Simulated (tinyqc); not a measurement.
Inside a calculation. Model: double-gate transistor below threshold, two-dimensional Poisson equation on a small mesh.

tinyqc, about 0.1 s, one thread, Intel Xeon 2.30GHz (shared host): `OMP_NUM_THREADS=1 python tinyqc.py 2480061 2480062 out.jsonl` Printed values are rounded.

Half of a symmetric double-gate structure: row 0 is the mid-plane of the body, where the normal field vanishes. Mobile charge is neglected (subthreshold), the body is fully depleted, and potentials are counted from the intrinsic level; rows run upward to the gate, columns from source to drain.

Inputs (values chosen for the exercise); semiconductor permittivity close to that of germanium: temperature T = 300 K; relative permittivity of the semiconductor eps_r = 15.8; relative permittivity of the insulator eox = 7.5; half the body thickness tb = 8 nm; insulator thickness tox = 3.4 nm; channel length L = 36 nm; acceptor density of the depleted body Na = 1.9e18 cm^-3; potential of the source Vbi = 0.6 V; gate offset Vfb = -0.02 V; gate voltage Vg = 0 V; drain voltage Vd = 0.7 V.

Constants: q = 1.602176634e-19 C, kB = 1.380649e-23 J/K, Vt = kB T/q, eps0 = 8.8541878128e-14 F/cm where lengths are in cm. Results are converted to the units shown.

## Coefficients of the five-point equations

Mesh: rows i = 0..3 in the semiconductor (step hs = tb/3, row 3 on the interface), then 2 step(s) ho = tox/2 up to the gate row 5; columns j = 0..6 (step hy = L/6). Box integration, divided by eps0: up_i = eps hy/h of the interval above row i, dn_i = that of the interval below (0 for row 0), lat_i = (sum of eps h/2 over the intervals above and below)/hy, s_i = -q Na w_i hy/eps0 with w_i the semiconductor height of the box (hs/2 for row 0 and the interface row, hs between, 0 in the insulator). Each free node obeys (up + dn + 2 lat) psi = up psi(above) + dn psi(below) + lat [psi(left) + psi(right)] + s.

```
row        up        dn       lat       s (V)
0       35.55         0  3.511111  -0.2750459
1       35.55     35.55  7.022222  -0.5500919
2       35.55     35.55  7.022222  -0.5500919
3    26.47059     35.55  4.573611  -0.2750459
4    26.47059  26.47059     2.125           0
```

## Iteration 1: over-relaxation sweep (omega = 1.5)

psi at the start (fixed values on the edges, free nodes at zero) (V):
```
            j=0       j=1       j=2       j=3       j=4       j=5       j=6
row 0  0.600000  0.000000  0.000000  0.000000  0.000000  0.000000  1.300000
row 1  0.600000  0.000000  0.000000  0.000000  0.000000  0.000000  1.300000
row 2  0.600000  0.000000  0.000000  0.000000  0.000000  0.000000  1.300000
row 3  0.600000  0.000000  0.000000  0.000000  0.000000  0.000000  1.300000
row 4  0.310000  0.000000  0.000000  0.000000  0.000000  0.000000  0.660000
row 5  0.020000  0.020000  0.020000  0.020000  0.020000  0.020000  0.020000
```

Free nodes: rows 0..4, columns 1..5, taken row by row from row 0, left to right. t = (up psi(above) + dn psi(below) + lat [psi(left) + psi(right)] + s)/(up + dn + 2 lat), with the newest neighbours; psi(new) = psi + 1.5 (t - psi).

psi after iteration 1 (V):
```
            j=0       j=1        j=2        j=3        j=4       j=5       j=6
row 0  0.600000  0.064536  -0.001707  -0.009902  -0.010916  0.149783  1.300000
row 1  0.600000  0.104954   0.002224  -0.015618  -0.018460  0.242658  1.300000
row 2  0.600000  0.130267   0.007817  -0.018505  -0.023541  0.300195  1.300000
row 3  0.600000  0.149649   0.014486  -0.018266  -0.025197  0.342023  1.300000
row 4  0.310000  0.135059   0.031470   0.002958  -0.003443  0.287933  0.660000
row 5  0.020000  0.020000   0.020000   0.020000   0.020000  0.020000  0.020000
```

## Iteration 2: over-relaxation sweep (omega = 1.5)

As before.

psi after iteration 2 (V):
```
            j=0       j=1       j=2        j=3        j=4       j=5       j=6
row 0  0.600000  0.163519  0.012952  -0.024050  -0.011801  0.378730  1.300000
row 1  0.600000  0.196329  0.024561  -0.027779   0.003987  0.455501  1.300000
row 2  0.600000  0.217051  0.035417  -0.027807   0.022494  0.503299  1.300000
row 3  0.600000  0.216599  0.050174  -0.013442   0.053409  0.491415  1.300000
row 4  0.310000  0.115765  0.039601   0.005090   0.069018  0.251723  0.660000
row 5  0.020000  0.020000  0.020000   0.020000   0.020000  0.020000  0.020000
```

## Course of the iteration: over-relaxation sweep (omega = 1.5)

Stop when the largest change of psi is below 1e-7 V, or after 400 iterations. Fixed values: gate row Vg - Vfb; column 0 at Vbi and the last column at Vbi + Vd in the semiconductor, each running linearly to Vg - Vfb across the insulator.

Course of the iteration:
```
iteration  psi at row 0, j = 3 (V)  largest |change| of one entry (V)
1                     -0.009902239                              0.342
2                      -0.02405028                              0.229
3                      -0.02895931                              0.159
4                      -0.01204725                              0.104
5                       0.03568602                              0.101
6                       0.08882764                             0.0622
7                        0.1340625                             0.0452
8                        0.1532908                             0.0248
9                        0.1621252                             0.0178
...                            ...                                ...
23                       0.1781898                            5.65e-6
24                       0.1781927                            3.21e-6
25                       0.1781944                            1.83e-6
26                       0.1781954                            1.10e-6
27                       0.1781959                            6.21e-7
28                       0.1781962                            3.64e-7
29                       0.1781964                            2.02e-7
30                       0.1781965                            1.11e-7
31                       0.1781965                            6.46e-8
```

Converged in 31 iterations. At the end each change is about 0.58 times the one before: linear convergence.

## Barrier, swing and barrier lowering

converged psi (V):
```
            j=0       j=1       j=2       j=3       j=4       j=5       j=6
row 0  0.600000  0.308500  0.172581  0.178197  0.332896  0.688391  1.300000
row 1  0.600000  0.300871  0.166339  0.171209  0.320802  0.670833  1.300000
row 2  0.600000  0.276203  0.148035  0.151108  0.284588  0.613611  1.300000
row 3  0.600000  0.228365  0.119281  0.120722  0.225222  0.501271  1.300000
row 4  0.310000  0.129146  0.071958  0.072496  0.126243  0.270481  0.660000
row 5  0.020000  0.020000  0.020000  0.020000  0.020000  0.020000  0.020000
```

d psi/dVg on row 0: j=0 0.0000000, j=1 0.3921742, j=2 0.6124867, j=3 0.6798412, j=4 0.6124867, j=5 0.3921742, j=6 0.0000000
d psi/dVd on row 0: j=0 0.000000, j=1 0.032562, j=2 0.079246, j=3 0.160079, j=4 0.308267, j=5 0.575264, j=6 1.000000

The barrier is read along row 0, the path farthest from the gate. Take the node j of lowest psi: barrier Vbi - psi_j; swing Vt ln 10/(d psi_j/dVg); DIBL = (d psi_j/dVd)/(d psi_j/dVg). The derivatives solve the same equations with s = 0 and a unit change of that voltage.

j = 2
barrier = 0.4274188 V
swing = 97.18811 mV/decade
DIBL = 129.3838 mV/V

A mesh of 12, 8 and 80 steps (semiconductor, insulator, channel) gives a barrier of 0.454 V, a swing of 88.5 mV a decade and a DIBL of 159 mV/V; the small mesh puts the barrier 5.8 % below that.
